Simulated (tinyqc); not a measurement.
One-dimensional ballistic tunnel FET, two-band WKB: effect of temperature.

A p-type source for x < 0 with its Fermi level at 0 and its valence edge at ds; in the channel the bands fall as D exp(-x/lam) towards their flat values, with the conduction edge at Ec = ds - dP and D = dP + Eg. The gate moves dP one to one. The drain Fermi level lies at -Vd and the drain side reflects nothing. For w = E - Ec between 0 and dP an electron crosses the gap. Two-band dispersion with equal masses m: inside the gap kappa = sqrt(m u (1 - u/Eg)/C), u the distance from a band edge, C = hbar^2/(2 m0).

S(w) = 2 lam int_0^Eg kappa(u) du/(w + Eg - u) = 2 pi lam sqrt(m/(C Eg)) [w + Eg/2 - sqrt(w (w + Eg))], T(w) = exp(-S). I = g (2 q^2/h) int_0^dP T(w) [f(E) - f(E + Vd)] dw, E = ds - dP + w, f(x) = 1/(1 + exp(x/Vt)). Swing = d(dP)/d(log10 I).

Inputs (values chosen for the exercise); band and dielectric values close to those of indium arsenide: band gap Eg = 0.346 eV; band-edge mass of the two-band model m = 0.028 m0; screening length of the source junction lam = 5.6 nm; source valence edge above the source Fermi level ds = 0.05 eV; drain bias Vd = 0.3 V; number of degenerate subbands (spin apart) g = 1; tunnelling window Ev(source) - Ec(channel) dP = 0.43 eV.

Constants: q = 1.602176634e-19 C, kB = 1.380649e-23 J/K, hbar = 1.054571817e-34 J s, h = 6.62607015e-34 J s, m0 = 9.1093837015e-31 kg, Vt = kB T/q, hbar^2/(2 m0) = 0.0380998212 eV nm^2. Results are converted to the units shown.

Effect of temperature:
```
T (K),I (uA),swing (mV/decade),Vt ln 10 (mV/decade)
77,3.136,442.6,15.28
150,3.132,444.2,29.76
200,3.119,445.2,39.68
250,3.097,446.0,49.61
300,3.068,446.7,59.53
350,3.031,447.3,69.45
400,2.990,447.8,79.37
```

What does the comparison show?

I falls from 3.14 to 2.99 uA, and the swing rises from 443 to 448 mV/decade, while the thermionic limit rises from 15.3 to 79.4 mV/decade. Gap and mass are held fixed. In every row S at w = dP is below 2, where a WKB prefactor of 1 is a rough guess.

Numbers from tinyqc (`OMP_NUM_THREADS=1 python tinyqc.py 2620059 2620060 out.jsonl`; about 0.01 s on one thread of a shared Intel Xeon 2.30GHz).
